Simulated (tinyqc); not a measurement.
Worked calculation: virtual-crystal alloy in the empirical-pseudopotential method. Values are carried at full precision from step to step, so a last printed digit may differ when a step is redone from the rounded ones.

Virtual crystal A(1-x)B(x): a = (1 - x) a_A + x a_B. Rule linear: V = (1 - x) V_A + x V_B. Rule volume: V = [(1 - x) a_A^3 V_A + x a_B^3 V_B]/a^3, since a form factor is an atomic potential divided by the cell volume.

Constants: hbar^2/2m0 = 3.80998211 eV angstrom^2; Ry = 13.60569312 eV.

Parameters, chosen for this exercise (classic local form factors of the size used for GaP (A) and InP (B), which place X and L only to a few tenths of an eV; the results hold for these values, not for the real material): a = (5.447, 5.862) angstrom (lattice constants of A, B); VSA = (-0.222, 0.029, 0.07) Ry (symmetric form factors of A); VAA = (0.12, 0.07, 0.02) Ry (antisymmetric form factors of A); VSB = (-0.236, 0.009, 0.061) Ry (symmetric form factors of B); VAB = (0.069, 0.051, 0.009) Ry (antisymmetric form factors of B); rule = volume (mixing rule); x = 0.74 (fraction of B).

## The virtual crystal

Form a, the two weights and the form factors.

a = 5.7541 angstrom

weights of A and B: 0.22055  0.78241

VS at 3, 8, 11 (Ry): -0.23361  0.01344  0.06317

VA at 3, 4, 11 (Ry): 0.08045  0.05534  0.01145

## The six lowest plane waves at X

Empirical pseudopotential on the fcc lattice, atoms at +/- tau, tau = a (1,1,1)/8, no spin-orbit coupling. H(G,G') = c (2 pi/a)^2 |k + G|^2 delta + VS(q) cos(q.tau) + i VA(q) sin(q.tau), q = G - G', c = hbar^2/2m0; k and G in units of 2 pi/a; VS at |q|^2 = 3, 8, 11 and VA at 3, 4, 11, in rydberg, zero elsewhere. At each k the basis holds all G with |k + G|^2 up to 16; energies are counted from the fourth level at Gamma.

k = (1,0,0) with the small basis G = (0,0,0), (-2,0,0), (-1,1,1), (-1,-1,-1), (-1,1,-1), (-1,-1,1) in place of the full one.

H in this small basis (eV), lower triangle (Hermitian):
```
                  000           -200   -1+1+1  -1-1-1  -1+1-1  -1-1+1
000             4.543
-200          -0.753i          4.543
-1+1+1  -2.248+0.774i   2.248+0.774i    9.086
-1-1-1   2.248-0.774i  -2.248-0.774i   -0.183   9.086
-1+1-1  -2.248-0.774i  -2.248+0.774i  -0.753i  0.753i   9.086
-1-1+1  -2.248-0.774i  -2.248+0.774i  -0.753i  0.753i   0.183   9.086
```

## Levels in the small basis

Diagonalise; the gap between the fourth and fifth level is a first estimate of the direct gap at X.

levels (absolute scale of H) (eV): -0.585  4.012  8.903  8.903  12.059  12.137

gap = 3.156 eV

The full basis gives 4.365 eV for this gap.

## The lowest conduction band along Gamma-X and at L

Full basis at each k.

Levels (eV):
```
k           band 3  band 4  band 5  band 6
L           -0.813  -0.813   2.190   5.272
(0.00,0,0)   0.000   0.000   1.875   4.762
(0.20,0,0)  -0.296  -0.296   3.013   4.284
(0.40,0,0)  -0.906  -0.906   3.413   4.343
(0.60,0,0)  -1.501  -1.501   2.734   3.856
(0.70,0,0)  -1.720  -1.720   2.515   3.395
(0.80,0,0)  -1.879  -1.879   2.390   3.006
(0.85,0,0)  -1.934  -1.934   2.360   2.851
(0.90,0,0)  -1.976  -1.976   2.349   2.726
(1.00,0,0)  -2.009  -2.009   2.357   2.608
```

On these points band 5 is lowest at (0.00,0,0), 1.875 eV above the valence top: in this model the gap is direct, by a margin of 315 meV.

## Checks

- Fifth band at (0.85,0,0) against the equivalent point (0,0,-0.85), on the absolute scale of H (eV): both 10.2785.

(tinyqc, `OMP_NUM_THREADS=1 python tinyqc.py 1050285 1050286 out.jsonl`, Intel(R) Xeon(R) Processor @ 2.30GHz, 1 thread, shared host, about 0.2 s.)
